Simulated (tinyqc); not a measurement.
Worked calculation: LDA (PW92) atom on a uniform radial grid, spin-unpolarised, for B+. Computed by tinyqc, a small Python program that keeps every step. Settings: Z = 5, points = 256, R = 10.7, functional = lda,pw, mixing = 0.2, iteration cap = 62. Command: `OMP_NUM_THREADS=1 python tinyqc.py 29418 29419 out.jsonl` (the two numbers bound the seeds that draw the settings). One thread of a shared host (Intel(R) Xeon(R) Processor @ 2.60GHz), about 1 s of CPU time with the checks.

Spherical atom on a uniform radial grid r_j = j h with h = R/(N + 1), h sum u^2 = 1 and integrals as h times sums, u(0) = u(R) = 0 (atomic units):
```
parameter            value
Z                        5
points N               256
R                10.700000
h                 0.041634
mixing            0.200000
electrons in 1s          2
electrons in 2s          2
```

Three-point differences turn -u''/2 + [l(l+1)/2r^2 - Z/r + V] u = e u into a tridiagonal matrix (diagonal 1/h^2 + potential, off-diagonal -1/2h^2). D = sum f u^2; the Hartree potential y/r solves y'' = -D/r with y(0) = 0, y(R) = N_e; v_xc comes from rho = D/(4 pi r^2); E = sum f e - int D V + int D (V_H/2 + eps_xc); V(new) = V + mixing (V_H + v_xc - V).

Stop when input and output potentials agree to 1e-7.

Course of the cycle (hartree):
```
iteration           E     e(1s)    e(2s)  largest |V(out) - V(in)|
1          -22.895710  -12.3674  -3.1166                  8.35e+00
2          -23.211286  -11.0929  -2.5316                  6.40e+00
3          -23.418320  -10.1132  -2.0927                  4.89e+00
4          -23.552093   -9.3614  -1.7624                  3.73e+00
5          -23.637303   -8.7852  -1.5130                  2.83e+00
6          -23.690861   -8.3443  -1.3241                  2.15e+00
7          -23.724112   -8.0074  -1.1805                  1.63e+00
8          -23.744527   -7.7504  -1.0712                  1.23e+00
9          -23.756935   -7.5546  -0.9876                  9.32e-01
10         -23.764412   -7.4056  -0.9237                  7.04e-01
11         -23.768883   -7.2922  -0.8747                  5.31e-01
...               ...       ...      ...                       ...
52         -23.775337   -6.9369  -0.7104                  8.27e-06
53         -23.775337   -6.9369  -0.7104                  6.48e-06
54         -23.775337   -6.9369  -0.7103                  5.07e-06
55         -23.775337   -6.9369  -0.7103                  3.98e-06
56         -23.775337   -6.9369  -0.7103                  3.12e-06
57         -23.775337   -6.9369  -0.7103                  2.45e-06
58         -23.775337   -6.9369  -0.7103                  1.92e-06
59         -23.775337   -6.9369  -0.7103                  1.51e-06
60         -23.775337   -6.9369  -0.7103                  1.18e-06
61         -23.775337   -6.9369  -0.7103                  9.29e-07
62         -23.775337   -6.9369  -0.7103                  7.30e-07
```

Can the last value be used, and what does the course show?

Not by the stop rule, although the second column moves by less than 1e-07 over the last three steps; and the uniform grid itself carries an error of order h^2 at the cusp, far above the threshold. Not converged within 62 iterations: the residual falls steadily but slowly, by a factor of about 0.78 a step. Reruns (cap 100 unless said): mixing 0.3: converged in 45; mixing 0.6: converged in 19; the original settings with a cap of 400: converged in 71. Even converged, this uniform grid resolves the cusp poorly and misses the energy of the atom.
